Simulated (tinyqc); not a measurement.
Interface roughness in a thin film (subband fluctuation and scattering): one step. Sensitivity of the level to thickness. Three cases, with inputs chosen for the exercise.

Problem. Give E1, G, the hard-wall values and the rms fluctuation G D.

Square well of width t, barriers V0, c = hbar^2/2m0: E1 solves k t + 2 atan[(k/mz)/(kappa/mb)] = pi, k = sqrt(mz E/c), kappa = sqrt(mb (V0 - E)/c). One interface is rough, so the subband edge fluctuates by G dt with G = |dE1/dt| (central difference of 0.01 angstrom; 2 E1/t for hard walls).

Constants: hbar^2/2m0 = 3.80998211 eV angstrom^2.

Give: E1; G = |dE1/dt|; hard walls: E1 (meV) and G (meV/angstrom); G D.

Case 1.

Values chosen (near those of a thin GaN channel; not measured data):
- t = 32 angstrom (film thickness)
- mz = 0.202 m0 (confinement mass)
- V0 = 1.9 eV (barrier)
- mb = 0.32 m0 (barrier mass)
- D = 1.8 angstrom (rms height of the roughness)

Solution.

E1 = 116.81 meV
G = |dE1/dt| = 5.8548 meV/angstrom

hard walls: E1 (meV) and G (meV/angstrom): 181.791  11.362

G D = 10.54 meV

Hard walls overstate G by a factor 1.94, and the scattering rate, which goes as G^2, by 3.77.

Case 2.

Values chosen (near those of a thin Si channel on (100), two-fold valleys; not measured data):
- t = 32 angstrom (film thickness)
- mz = 0.907 m0 (confinement mass)
- V0 = 3.04 eV (barrier)
- mb = 0.51 m0 (barrier mass)
- D = 1.5 angstrom (rms height of the roughness)

Solution.

E1 = 36.36 meV
G = |dE1/dt| = 2.1523 meV/angstrom

hard walls: E1 (meV) and G (meV/angstrom): 40.487  2.530

G D = 3.23 meV

Hard walls overstate G by a factor 1.18, and the scattering rate, which goes as G^2, by 1.38.

Case 3.

Values chosen (near those of a thin Si channel on (100), two-fold valleys; not measured data):
- t = 26 angstrom (film thickness)
- mz = 0.935 m0 (confinement mass)
- V0 = 2.96 eV (barrier)
- mb = 0.48 m0 (barrier mass)
- D = 2.2 angstrom (rms height of the roughness)

Solution.

E1 = 52.45 meV
G = |dE1/dt| = 3.7853 meV/angstrom

hard walls: E1 (meV) and G (meV/angstrom): 59.493  4.576

G D = 8.33 meV

Hard walls overstate G by a factor 1.21, and the scattering rate, which goes as G^2, by 1.46.

Computed by tinyqc, one run a case: `OMP_NUM_THREADS=1 python tinyqc.py N N+1 out.jsonl` with N = 1252754, 1252759, 1252795; one thread of a shared Intel(R) Xeon(R) Processor @ 2.30GHz, about 0.01 s a run at most.
